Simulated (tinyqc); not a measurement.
From one barrier to a miniband: Kronig-Penney superlattice by transfer matrices.

Wells (width a, potential 0, mass mw) alternate with barriers (width b, height V0, mass mb); period d = a + b; c = hbar^2/2m0. The vector (psi, psi'/m) is continuous, and a layer of thickness t carries it by M = [[cos kt, (m/k) sin kt], [-(k/m) sin kt, cos kt]] with k = sqrt(m (E - V)/c); for E < V, k = i kappa gives [[cosh, (m/kappa) sinh], [(kappa/m) sinh, cosh]] of kappa t. A Bloch state obeys cos(q d) = tr(Mb Mw)/2.

Constants: hbar^2/2m0 = 3.80998211 eV angstrom^2.

Inputs chosen for the exercise (near those of a non-polar GaN superlattice with barriers of AlN; the results hold for these values, not for the real material): a = 12 angstrom (well width); b = 7 angstrom (barrier width); V0 = 1.86 eV (barrier height); mw = 0.204 m0 (mass in the wells); mb = 0.323 m0 (mass in the barriers).

Transmission through N barriers separated by wells, between leads of the well material: T = 4/[(M11 + M22)^2 + (u M12 - M21/u)^2] with u = k/mw and M the product over all layers; twelve evenly spaced energies around the first miniband.

Transmission:

| E (eV) | tr M/2 of a period | N = 1 | N = 2 | N = 4 | N = 8 |
|---|---|---|---|---|---|
| 0.369937 | 2.159 | 0.0222 | 0.00122 | 4.40e-06 | 5.82e-11 |
| 0.388276 | 1.669 | 0.0234 | 0.00215 | 2.57e-05 | 3.86e-09 |
| 0.406616 | 1.209 | 0.0247 | 0.00432 | 0.000293 | 1.79e-06 |
| 0.424955 | 0.776 | 0.0260 | 0.0110 | 0.0619 | 0.0193 |
| 0.443294 | 0.370 | 0.0274 | 0.0488 | 0.0238 | 0.674 |
| 0.461633 | -0.010 | 0.0287 | 0.986 | 0.945 | 0.812 |
| 0.479972 | -0.366 | 0.0301 | 0.0547 | 0.0263 | 0.570 |
| 0.498312 | -0.698 | 0.0315 | 0.0164 | 0.869 | 0.624 |
| 0.516651 | -1.007 | 0.0329 | 0.00831 | 0.00197 | 0.000392 |
| 0.534990 | -1.295 | 0.0343 | 0.00527 | 0.000239 | 5.89e-07 |
| 0.553329 | -1.561 | 0.0358 | 0.00379 | 6.34e-05 | 1.88e-08 |
| 0.571668 | -1.807 | 0.0373 | 0.00295 | 2.42e-05 | 1.66e-09 |

5 of the energies lie in the miniband (|tr M/2| <= 1); there T for N = 8 runs between 0.0193 and 0.812. In the gaps it falls with N: at E = 0.5717 eV from 2.42e-05 (N = 4) to 1.66e-09 (N = 8), a slope of ln T of -2.40 a period, against -2 arccosh|tr M/2| = -2.40.

tinyqc: `OMP_NUM_THREADS=1 python tinyqc.py 1252068 1252069 out.jsonl`; about 0.04 s, one thread, shared Intel(R) Xeon(R) Processor @ 2.30GHz.
